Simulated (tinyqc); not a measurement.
Limits of the phonon part: Bloch-Grueneisen resistivity of a metal. Computed by tinyqc, a small Python program. Command: `OMP_NUM_THREADS=1 python tinyqc.py 3004459 3004460 out.jsonl bg walk`. One thread of a shared host (Intel(R) Xeon(R) Processor @ 2.30GHz), about 0.01 s of CPU time with the checks.

Electrons scatter from a Debye spectrum of phonons (n = 5 for scattering within one band, n = 3 for scattering into a second, heavy band) and from static defects.

Inputs (values chosen for the exercise, modelled on ruthenium):
```
quantity,value,unit
exponent n,5,-
Debye temperature Theta,406,K
transport coupling lambda_tr,0.45,-
Drude plasma energy hbar w_p,7.7,eV
residual resistivity rho_0,0.029,microohm cm
saturation resistivity,90,microohm cm
```

Addition: saturation.

Constants: k_B = 1.380649e-23 J/K; hbar = 1.054571817e-34 J s; eps_0 = 8.8541878128e-12 F/m; hbar = 6.582119569e-16 eV s.

Method:
- J_n(y) = int_0^y x^n e^x/(e^x - 1)^2 dx, by 96 Gauss-Legendre points (upper limit at most 60).
- rho_ph = (n - 1) rho_1 (T/Theta)^n J_n(Theta/T), with rho_1 = 2 pi lambda_tr k_B Theta/(hbar eps_0 w_p^2), the high-temperature line at T = Theta.
- Parallel-resistor saturation: 1/rho = 1/(rho_0 + rho_ph) + 1/rho_sat.
- Low T: (n - 1) n! zeta(n) rho_1 (T/Theta)^n. High T: rho_1 (T/Theta) [1 - (n - 1)/(12 (n + 1)) (Theta/T)^2].

Resistivities (microohm cm):
```
T (K),rho_ph,low-T law,straight line,line with correction,total rho
12,1.3925e-04,1.3925e-04,0.367,-,2.9130e-02
20,1.7907e-03,1.7908e-03,0.611,-,3.0780e-02
32,1.8539e-02,1.8777e-02,0.978,-,4.7514e-02
49,1.3270e-01,1.5808e-01,1.497,-,1.6141e-01
81,7.9232e-01,1.9512e+00,2.474,-,8.1389e-01
140,2.7740e+00,3.0097e+01,4.277,2.279,2.7183e+00
200,4.9020e+00,1.7908e+02,6.110,4.711,4.6749e+00
320,8.9517e+00,1.8777e+03,9.776,8.902,8.1659e+00
490,1.4413e+01,1.5808e+04,14.969,14.398,1.2445e+01
810,2.4403e+01,1.9512e+05,24.745,24.400,1.9215e+01
```

What does the comparison show, and why?

The low-T law holds to 10 % up to 32 K, the straight line from 320 K on. The local exponent of rho_ph falls from 5.00 to 1.05. Phonons overtake the residual resistivity between 32.0 and 49.0 K. Saturation lowers the last total by 21.4 %.

Extremes, crossings and ranges named in words are read from the listed rows.
